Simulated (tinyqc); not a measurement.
# One-sided p+-n junction, ionisation integral and breakdown: two studies

A p+ layer at x < 0 and an n drift layer from x = 0. Depletion approximation, built-in voltage neglected. Local ionisation coefficients alpha_n = an exp(-(bn/E)^mx), alpha_p = ap exp(-(bp/E)^mx). Electrons move towards +x, holes towards x = 0.

Values chosen for this exercise; material values close to those of 4H silicon carbide:
- eps_r = 9.51 (relative permittivity)
- an = 1.72e8 1/cm (prefactor of the electron ionisation coefficient)
- bn = 3.27e7 V/cm (field constant for electrons)
- ap = 3.46e8 1/cm (prefactor of the hole ionisation coefficient)
- bp = 2.35e7 V/cm (field constant for holes)
- mx = 1 (exponent)
- mu = 902 cm^2/(V s) (electron mobility of the drift layer)
- N = 3.5e15 cm^-3 (donor density of the drift layer)

Constants: q = 1.602176634e-19 C, eps0 = 8.8541878128e-14 F/cm where lengths are in cm. Results are converted to the units shown.

Each table varies one quantity; the others keep the values above.

## Multiplication against voltage

W = sqrt(2 eps0 eps_r V/(q N)), peak field E0 = q N W/(eps0 eps_r), falling linearly to 0 at W. G(x) = integral from 0 to x of (alpha_n - alpha_p); I_n = integral of alpha_n exp(-G) (electrons injected at x = 0), I_p = integral of alpha_p exp(G(end) - G) (holes injected at the far edge); M = 1/(1 - I). Integrals on a fine grid; BV is where I_n = 1. Here BV = 4233.47 V; the Miller exponent is n = ln(1 - 1/M)/ln(V/BV).

Multiplication against voltage:
```
V (V),E0 (kV/cm),I_n,I_p,M_n,M_p,"Miller n, electrons","Miller n, holes"
1690,1.50e3,5.61e-6,0.00697,1.00,1.01,13.2,5.41
2120,1.68e3,7.33e-5,0.0454,1.00,1.05,13.8,4.47
2540,1.84e3,4.97e-4,0.168,1.00,1.20,14.9,3.49
2960,1.99e3,0.00251,0.421,1.00,1.73,16.7,2.42
3390,2.12e3,0.0125,0.741,1.01,3.86,19.7,1.35
3640,2.20e3,0.0349,0.882,1.04,8.48,22.2,0.830
3890,2.28e3,0.117,0.963,1.13,26.9,25.4,0.448
4060,2.33e3,0.310,0.989,1.45,87.1,28.0,0.276
4170,2.36e3,0.637,0.997,2.75,334,29.9,0.198
```

What does the comparison show?

M_n rises from 1.000 to 2.75 and M_p from 1.007 to 334; both diverge at BV. The Miller exponent for electrons rises from 13.2 to 29.9 and that for holes falls from 5.41 to 0.198, so one exponent describes neither over the whole range. The larger multiplication belongs to holes, whose coefficient at the peak field of the last row is 99.8 times the other.

## Effect of the drift doping

Same model as above.

Specific on-resistance Ron = W/(q mu N) with constant mobility and full ionisation.

Effect of the drift doping:
```
N (cm^-3),BV (V),E0 at BV (kV/cm),W at BV (um),Ron (mohm cm^2),BV^2/Ron (MW/cm^2),eps0 eps_r mu E0^3/4 (MW/cm^2)
2.9e14,3.53e4,1.97e3,358,854,1.46e3,1.46e3
5.6e14,2.01e4,2.07e3,194,240,1.68e3,1.68e3
1.1e15,1.13e4,2.17e3,104,65.3,1.95e3,1.95e3
2.1e15,6.51e3,2.28e3,57.1,18.8,2.25e3,2.25e3
4e15,3.78e3,2.40e3,31.5,5.46,2.63e3,2.63e3
7.6e15,2.21e3,2.53e3,17.5,1.59,3.08e3,3.08e3
1.5e16,1.26e3,2.68e3,9.40,0.434,3.67e3,3.67e3
2.8e16,756,2.84e3,5.33,0.132,4.34e3,4.34e3
```

BV falls from 35300 to 756 V while the critical field rises from 1970 to 2840 kV/cm. BV goes as N^(-0.86) between the first two rows and N^(-0.82) between the last two (a coefficient proportional to E^7 gives -0.75 without punch-through). Ron goes as BV^(2.28) over the table; the last two columns agree since BV = E0 W/2 and N = eps0 eps_r E0/(q W).

tinyqc, about 0.1 s, one thread, Intel Xeon 2.30GHz (shared host): `OMP_NUM_THREADS=1 python tinyqc.py 2120106 2120107 out.jsonl`
